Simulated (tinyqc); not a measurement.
Cahn-Hilliard equation on a periodic one-dimensional grid: one step, computed by the program tinyqc. Command: `OMP_NUM_THREADS=1 python tinyqc.py 3016329 3016330 out.jsonl cahn walk`. One thread of a shared host (Intel(R) Xeon(R) Processor @ 2.30GHz), about 0.02 s of CPU time with the checks.

Free energy F = h sum_j [A (c_j^2 - 1)^2/4 + (kappa/2) ((c_(j+1) - c_j)/h)^2]; dc/dt = Lap(mu), mu = A (c^3 - c) - kappa Lap(c), Lap(y)_j = (y_(j+1) - 2 y_j + y_(j-1))/h^2, mobility 1; the grid has n = 12 points.

Question. Linear stability. f'' = A (3 c0^2 - 1). Mode m has lambda_m = (4/h^2) sin^2(pi m/n) and the rate w_m = -lambda_m (f'' + kappa lambda_m). In the continuum the fastest wavelength is 2 pi sqrt(2 kappa/|f''|) with the rate f''^2/(4 kappa). Explicit steps near c = +-1, where f'' = 2A, are stable for dt < 2/(16 kappa/h^4 + 8 A/h^2).

Inputs (values chosen for the exercise, in reduced units):

| quantity | value | unit |
|---|---|---|
| spacing h | 0.95 | - |
| well depth A | 0.93 | - |
| gradient coefficient kappa | 0.62 | - |
| mean composition c0 | -0.18 | - |

Give: f''; Modes of the grid; fastest wavelength; largest rate; explicit limit of dt.

Answer.

f'' = -0.839604

Modes of the grid:

| m | lambda_m | w_m |
|---|---|---|
| 1 | 0.297 | 0.195 |
| 2 | 1.108 | 0.169 |
| 3 | 2.216 | -1.184 |
| 4 | 3.324 | -4.060 |
| 5 | 4.135 | -7.130 |
| 6 | 4.432 | -8.458 |

fastest wavelength = 7.636

largest rate = 0.2842

explicit limit of dt = 0.09793
